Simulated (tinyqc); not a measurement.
Inside a calculation. Method: G0W0 on RHF in the sto-3g basis, for H3+, spin multiplicity 1. Computed by tinyqc, a small Python program that keeps every step (integrals from PySCF). Settings: charge = 1, multiplicity = 1, basis = sto-3g, method = RHF, energy threshold = 1e-10, iteration cap = 80, orthogonalisation = canonical, start = atomic densities, DIIS depth = 6. Command: `OMP_NUM_THREADS=1 python tinyqc.py 27650 27651 out.jsonl` (the two numbers bound the seeds that draw the settings). One thread of a shared host (Intel(R) Xeon(R) Processor @ 2.60GHz), about 0.04 s of CPU time with the checks. The early iterations of the SCF are left out here.

## One-electron integrals

Geometry (angstrom):

| atom | x | y | z |
|---|---|---|---|
| H | 0.000000 | 0.000000 | 0.000000 |
| H | 0.000000 | 0.000000 | 1.114000 |
| H | 0.000000 | 1.164000 | 0.348000 |

Basis sto-3g: exponents (1/bohr^2) and contraction coefficients of normalised primitives:

| element | l (shell) | exponent | coefficient |
|---|---|---|---|
| H | s (1) | 3.425251 | 0.154329 |
| H | s (1) | 0.623914 | 0.535328 |
| H | s (1) | 0.168855 | 0.444635 |

Overlap, kinetic and nuclear-attraction integrals over the contracted functions; the nuclear repulsion is the sum of Za Zb / Rab.

nuclear repulsion = 1.29035986 hartree

overlap S, lower triangle:
```
          1H 1s     2H 1s     3H 1s
1H 1s  1.000000
2H 1s  0.431959  1.000000
3H 1s  0.379588  0.298409  1.000000
```

kinetic energy T (hartree), lower triangle:
```
          1H 1s     2H 1s     3H 1s
1H 1s  0.760032
2H 1s  0.074305  0.760032
3H 1s  0.049618  0.020533  0.760032
```

nuclear attraction V (hartree), lower triangle:
```
           1H 1s      2H 1s      3H 1s
1H 1s  -2.122168
2H 1s  -0.840967  -2.069673
3H 1s  -0.722999  -0.553850  -2.033814
```

core Hamiltonian H = T + V (hartree), lower triangle:
```
           1H 1s      2H 1s      3H 1s
1H 1s  -1.362136
2H 1s  -0.766662  -1.309641
3H 1s  -0.673381  -0.533317  -1.273782
```

## Two-electron integrals

Functions are numbered as in S; the eight-fold symmetry (ij|kl) = (ji|kl) = (kl|ij) leaves the list below.

Two-electron integrals (ij|kl) in chemists' order, unique and non-zero (hartree):
```
(11|11) 0.774606   (21|11) 0.259832   (21|21) 0.116118   (22|11) 0.442514
(22|21) 0.259832   (22|22) 0.774606   (31|11) 0.221393   (31|21) 0.084991
(31|22) 0.162362   (31|31) 0.087448   (32|11) 0.139143   (32|21) 0.068047
(32|22) 0.165006   (32|31) 0.060248   (32|32) 0.051781   (33|11) 0.413792
(33|21) 0.177044   (33|22) 0.369068   (33|31) 0.221393   (33|32) 0.165006
(33|33) 0.774606
```

## Orthogonalisation

S = U s U^T; canonical form X = U s^(-1/2), so that X^T S X = 1. Each column of U has its largest component positive (the first on a tie).

eigenvalues of S: 0.550575  0.706797  1.742628

X:
```
               1          2         3
1H 1s   1.049511  -0.164097  0.463593
2H 1s  -0.751442  -0.712849  0.435132
3H 1s  -0.387486   0.937951  0.411810
```

## Starting guess

The start is atomic minimal-basis densities projected into this basis (PySCF's MINAO start) and scaled to the electron count of each spin; this density is not idempotent, so its energy is not variational and may lie below the converged one.

D at the start, lower triangle:
```
          1H 1s     2H 1s     3H 1s
1H 1s  0.623492
2H 1s  0.051289  0.632321
3H 1s  0.049036  0.043113  0.636920
```

## Iteration 9 (converged): orbitals

converged F (hartree), lower triangle:
```
           1H 1s      2H 1s      3H 1s
1H 1s  -0.665798
2H 1s  -0.601784  -0.618556
3H 1s  -0.544484  -0.460004  -0.590808
```

Diagonalise F' = X^T F X, C = X C', fill 1 alpha and 1 beta electrons from the bottom; D = 2 C_occ C_occ^T. Each column has its largest component positive (the first on a tie).

F' = X^T F X (hartree), lower triangle:
```
           1          2          3
1  -0.047183
2   0.000616  -0.210063
3  -0.010202   0.003488  -0.975947
```

orbital energies (hartree): MO1 -0.976075, MO2 -0.210049, MO3 -0.047069

coefficients C:
```
            MO1        MO2        MO3
1H 1s  0.475838  -0.165630   1.043775
2H 1s  0.430098  -0.708209  -0.758692
3H 1s  0.403246   0.941184  -0.388651
```

D after iteration 9, lower triangle:
```
          1H 1s     2H 1s     3H 1s
1H 1s  0.452844
2H 1s  0.409314  0.369969
3H 1s  0.383759  0.346870  0.325214
```

## Convergence

Stop when the energy changes by less than 1e-10 hartree and every element of the error matrix X^T (F D S - S D F) X is below 3e-06.

Course of the cycle:

| iteration | E (hartree) | change | largest element of the error matrix |
|---|---|---|---|
| 1 | -0.65890549 | - | 1.83e-02 |
| 2 | -1.20048948 | -5.42e-01 | 1.40e-02 |
| 3 | -1.20068094 | -1.91e-04 | 6.53e-03 |
| 4 | -1.20073543 | -5.45e-05 | 3.00e-04 |
| 5 | -1.20073552 | -9.46e-08 | 9.03e-05 |
| 6 | -1.20073553 | -6.29e-09 | 5.54e-05 |
| 7 | -1.20073553 | -1.73e-09 | 4.10e-05 |
| 8 | -1.20073553 | -2.08e-09 | 1.86e-09 |
| 9 | -1.20073553 | -8.88e-16 | 1.61e-11 |

PySCF RHF in the same basis = -1.20073553 hartree

Converged in 9 iterations.

## Populations, bond orders and dipole

Mulliken: Z minus the diagonal of D S on the atom; Loewdin: the same with S^(1/2) D S^(1/2); Mayer order: 2 sum_s sum (D(s) S)_ij (D(s) S)_ji over the two atoms.

Charges (e):

| atom | Mulliken | Loewdin |
|---|---|---|
| 1H | 0.224678 | 0.228410 |
| 2H | 0.349715 | 0.347965 |
| 3H | 0.425606 | 0.423625 |

Mayer bond orders:

| pair | order |
|---|---|
| 2-1 | 0.504180 |
| 3-1 | 0.445340 |
| 3-2 | 0.373519 |

dipole moment about the origin, x y z (debye): 0.000000  2.379535  2.582653

## Integrals over molecular orbitals

(pq|rs) = sum C_ip C_jq C_kr C_ls (ij|kl), one index at a time.

one-electron integrals over orbitals h = C^T H C (hartree), lower triangle:
```
           1          2          3
1  -1.515020
2   0.015627  -1.081527
3  -0.023527  -0.002710  -0.984188
```

Two-electron integrals over orbitals (pq|rs), unique and non-zero (hartree):
```
(11|11) 0.538945    (21|11) -0.015627   (21|21) 0.144468    (22|11) 0.507973
(22|21) 0.060954    (22|22) 0.606186    (31|11) 0.023527    (31|21) 0.001190
(31|22) -0.073765   (31|31) 0.147694    (32|11) 0.001950    (32|21) -0.095017
(32|22) -0.016804   (32|31) -0.052293   (32|32) 0.089614    (33|11) 0.542407
(33|21) -0.064610   (33|22) 0.459792    (33|31) 0.082566    (33|32) 0.015703
(33|33) 0.617384
```

## Screening: direct RPA

With D = e_a - e_i and K = (ia|jb): diagonalise D^(1/2) (D + 4K) D^(1/2) = Z w^2 Z^T; X + Y = D^(1/2) Z w^(-1/2), each column of Z with its largest component positive (the first on a tie); E_c = (sum w - tr (D + 2K)) / 2.

D^(1/2) (D + 4K) D^(1/2) (hartree^2):
```
          1>2       1>3
1>2  1.029463  0.004014
1>3  0.004014  1.411888
```

excitation energies w (hartree): 1.014604  1.188247

X + Y:
```
             1         2
1>2   0.868860  0.008426
1>3  -0.010042  0.884162
```

RPA correlation energy = -0.03825377 hartree

## G0W0 on Hartree-Fock: HOMO

W(p,q,m) = sqrt2 sum_ia (pq|ia) (X+Y)_ia,m; Sigma_c(x) = sum_(i,m) W^2/(x - e_i + w_m) + sum_(a,m) W^2/(x - e_a - w_m); solve x = e_p + Sigma_c(x) by Newton steps; Z = 1/(1 - dSigma/dx); 1 hartree = 27.211386 eV.

The 12 largest terms at x = e_p (hartree; W for the signs of X + Y given):

| q | m | W | term |
|---|---|---|---|
| 2 | 1 | 0.177499 | -0.017694 |
| 3 | 2 | 0.184690 | -0.016111 |
| 1 | 2 | 0.029232 | 0.000719 |
| 1 | 1 | -0.019535 | 0.000376 |
| 2 | 2 | 0.003209 | -0.000005 |
| 3 | 1 | -0.000636 | -2.08e-07 |

Newton steps (hartree):

| step | x | Sigma_c(x) | Z |
|---|---|---|---|
| 0 | -0.976075 | -0.032715 | 0.981812 |
| 1 | -1.008195 | -0.032128 | 0.982310 |
| 2 | -1.008203 | -0.032128 | 0.982310 |

quasiparticle energy of the HOMO = -27.434602 eV

Hartree-Fock value = -26.560358 eV

## G0W0 on Hartree-Fock: LUMO

As before.

The 12 largest terms at x = e_p (hartree; W for the signs of X + Y given):

| q | m | W | term |
|---|---|---|---|
| 1 | 1 | 0.177499 | 0.017694 |
| 3 | 1 | -0.116010 | -0.011429 |
| 2 | 2 | -0.091509 | -0.007047 |
| 2 | 1 | 0.075946 | -0.005685 |
| 3 | 2 | -0.066519 | -0.003275 |
| 1 | 2 | 0.003209 | 0.000005 |

Newton steps (hartree):

| step | x | Sigma_c(x) | Z |
|---|---|---|---|
| 0 | -0.210049 | -0.009737 | 0.967490 |
| 1 | -0.219469 | -0.009421 | 0.967749 |
| 2 | -0.219470 | -0.009421 | 0.967749 |

quasiparticle energy of the LUMO = -5.972085 eV

Hartree-Fock value = -5.715719 eV
